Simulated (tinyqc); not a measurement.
Alloy A(1-x)B(x) by interpolation with bowing, step by step. Values are carried at full precision from step to step, so a last printed digit may differ when a step is redone from the rounded ones.

Each gap follows E(x) = (1 - x) E_A + x E_B - C x (1 - x); the lattice constant follows Vegard, a(x) = (1 - x) a_A + x a_B.

Constants: hc = 1239.841984 eV nm; kB = 8.617333262e-05 eV/K.

Parameters, chosen for this exercise (A near InAs, B near GaAs; shifted at random, so the results belong to these values and not to a real crystal):
```
symbol  value                unit      meaning
a       (6.05, 5.659)        angstrom  lattice constant of A, B
x       0.38                           fraction of B
Eg      (0.419, 1.521)       eV        gap at Gamma to the s-like level of A, B
EgX     (1.426, 1.964)       eV        gap to the lowest valley along Gamma-X of A, B
EgL     (1.142, 1.807)       eV        gap to L of A, B
C       (0.6, 1.428, 0.371)  eV        bowing of the Gamma, X and L gaps
Dso     (0.388, 0.339)       eV        spin-orbit splitting of A, B
Ep      (21.5, 25.6)         eV        Kane energy of A, B
me      (0.0258, 0.0679)     m0        electron mass at Gamma of A, B
Cs      0.17                 eV        bowing of Dso
md      (0.0378, 1, 0.64)    m0        density-of-states masses of Gamma, all X and all L valleys
T       300                  K         temperature
```

## Gaps and lattice constant at x

Also give the wavelength hc/E of the lowest gap.

a(x) = 5.9014 angstrom

linear parts (eV): Gamma 0.8378, X 1.6304, L 1.3947

bowing terms C x (1 - x) (eV): Gamma 0.1414, X 0.3364, L 0.0874

gaps (eV): Gamma 0.6964, X 1.2940, L 1.3073

wavelength of the lowest gap = 1780.4 nm

The lowest valley is Gamma, so the gap is direct; the next, X, lies 598 meV higher.

## Where the valleys cross

The difference of two gaps is a quadratic q2 x^2 + q1 x + q0 with q2 = C_i - C_j, q1 = (E_B - E_A - C)_i - (E_B - E_A - C)_j, q0 = E_A,i - E_A,j; give its roots between 0 and 1 (a dash: none).

Crossings:
```
pair         q2      q1      q0  first root  second root
Gamma-X  -0.828   1.392  -1.007           -            -
Gamma-L   0.229   0.208  -0.723           -            -
X-L       1.057  -1.184   0.284      0.3479       0.7722
```

The lowest valley is Gamma at every x. The other crossings lie above the lowest valley.

## Electron mass of the alloy

Mass at Gamma from the Kane formula 1/m = F + Ep (Eg + 2 Dso/3)/(Eg (Eg + Dso)). F is fixed by the masses of A and B and interpolated linearly, as is Ep; Eg and Dso carry their bowing.

Compare with the linear interpolation of the masses.

F of A, B: -4.3294  -1.0810

Ep, Eg, Dso at x (eV): 23.0580  0.6964  0.3293

m(x) from the Kane formula = 0.0378 m0
m(x) linear = 0.0418 m0

The Kane value lies 9.6 % below the linear one.

## Shares of the electrons in the valleys

Non-degenerate: n_i proportional to md_i^(3/2) exp(-E_i/kT).

md^(3/2): Gamma 0.0073, X 1.0000, L 0.5120

(E - E_min)/kT: Gamma 0.00, X 23.12, L 23.63

shares: Gamma 1.000, X 0.000, L 0.000

Gamma holds most electrons (100.0 %).

## Checks

- The X and L gaps at their crossing x = 0.3479 (eV): both 1.2892.

tinyqc: `OMP_NUM_THREADS=1 python tinyqc.py 1050136 1050137 out.jsonl`; about 0.01 s, one thread, shared Intel(R) Xeon(R) Processor @ 2.30GHz.
